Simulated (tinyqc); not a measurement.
Valley-orbit splitting of a donor ground state, with strain: one step, computed by the program tinyqc. Command: `OMP_NUM_THREADS=1 python tinyqc.py 3024967 3024968 out.jsonl valleyorbit walk`. One thread of a shared host (Intel(R) Xeon(R) Processor @ 2.30GHz), about 0.01 s of CPU time with the checks.

The basis is the 1s envelope in each valley; energies are counted from the unstrained conduction-band edge. The strain is e_s (a a^T - 1/3) for the unit stress axis a, so valley j along n_j moves by Xi_u e_s w_j with w_j = (n_j.a)^2 - 1/3: -1/3 for x and y, +2/3 for z.

Task: Levels without strain. By symmetry: E(A1) = E_0 + Lambda + 4 Delta_1 + Delta_2 (one state), E(T2) = E_0 + Lambda - Delta_2 (three), E(E) = E_0 + Lambda - 2 Delta_1 + Delta_2 (two), as binding energies.

Inputs (values chosen for the exercise, modelled on donors in silicon):

| quantity | value | unit |
|---|---|---|
| single-valley binding energy E_0 | 30.4 | meV |
| central-cell shift Lambda | 2.08 | meV |
| coupling Delta_1 | 4.16 | meV |
| coupling Delta_2 | 3.1 | meV |

Valleys: six along <100>. Stress axis: [001].

Give: E(A1); E(T2); E(E).

Result:

E(A1) = 52.22 meV

E(T2) = 29.38 meV

E(E) = 27.26 meV

Only A1 has all valley amplitudes in phase, so only it has weight at the nucleus. Of the upper states T2 is bound more strongly, because Delta_1 is larger than Delta_2.
